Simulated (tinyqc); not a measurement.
From a target to a composition: model-solid line-up of a strained alloy layer on a substrate.

Problem. A layer of the alloy is strained to the substrate, and its gap (Ec minus the top valence edge) is given. Find x between 0.14 and 0.97, where the gap is monotonic.

All values of the alloy are linear in x but the gap, Eg(x) = (1 - x) Eg_A + x Eg_B - C x (1 - x), and the valence edge, Ev(x) = (1 - x) Ev_A + x Ev_B + fv C x (1 - x); Ec = Ev + Eg. Ev is the top of the unstrained valence band on a scale common to all materials. In the layer only the Gamma valley of the conduction band is followed, also where an X or L valley would lie lower.

Coherent growth on a (111) face: e_par = (a_s - a)/a, e_perp = -(2 C11 + 4 C12 - 4 C44)/(C11 + 2 C12 + 4 C44) e_par; exx = eyy = ezz = (2 e_par + e_perp)/3 and exy = eyz = ezx = (e_perp - e_par)/3.

Strained edges: Ec + ac tr(e); the valence edges are Ev plus the levels of the 6 x 6 matrix of X, Y, Z times spin with -Dso/3 + l exx + m (eyy + ezz) on the diagonal (cyclic), n exy off it, l = av + 2 b, m = av - b, n = sqrt(3) d. Spin-orbit term (Dso/3) L.sigma on X, Y, Z with (L_k)_ij = -i epsilon_kij: <X+|H|Y+> = -i Dso/3, <X+|H|Z-> = Dso/3, <Y+|H|Z-> = -i Dso/3, <Z+|H|X-> = -Dso/3, <Z+|H|Y-> = i Dso/3, <X-|H|Y-> = i Dso/3, and their conjugates; + and - are the spin along z.

Inputs chosen for the exercise (A near GaP, B near GaAs, substrate near GaAs; not measured data):
- a = (5.456, 5.645) angstrom (lattice constant of A, B)
- Eg = (2.845, 1.533) eV (gap at Gamma to the s-like level of A, B)
- Dso = (0.08, 0.341) eV (spin-orbit splitting of A, B)
- Ev = (-1.28, -0.8) eV (top of the unstrained valence band of A, B)
- ac = (-8.14, -7.21) eV (conduction deformation potential of A, B)
- av = (1.69, 1.16) eV (valence hydrostatic potential of A, B)
- b = (-1.6, -2) eV (tetragonal shear potential of A, B)
- d = (-4.64, -4.81) eV (trigonal shear potential of A, B)
- C11 = (140.6, 121.9) GPa (of A, B)
- C12 = (62.9, 56.7) GPa (of A, B)
- C44 = (69.7, 60.4) GPa (of A, B)
- C = 0.168 eV (bowing of the gap)
- fv = 0 (share of the bowing taken by the valence edge)
- a_s = 5.645 angstrom (substrate)
- face = 111 (growth face)

strained gap = 1.757910 eV

Find: x; e_par; gap of the relaxed alloy.

Solution. Bisect on x; the strained gap is 2.0007 eV at x = 0.14 and 1.5504 eV at x = 0.97.

x = 0.600
e_par = 1.357 %
gap of the relaxed alloy = 2.017 eV

tinyqc: `OMP_NUM_THREADS=1 python tinyqc.py 1080806 1080807 out.jsonl`; about 0.01 s, one thread, shared Intel(R) Xeon(R) Processor @ 2.30GHz.
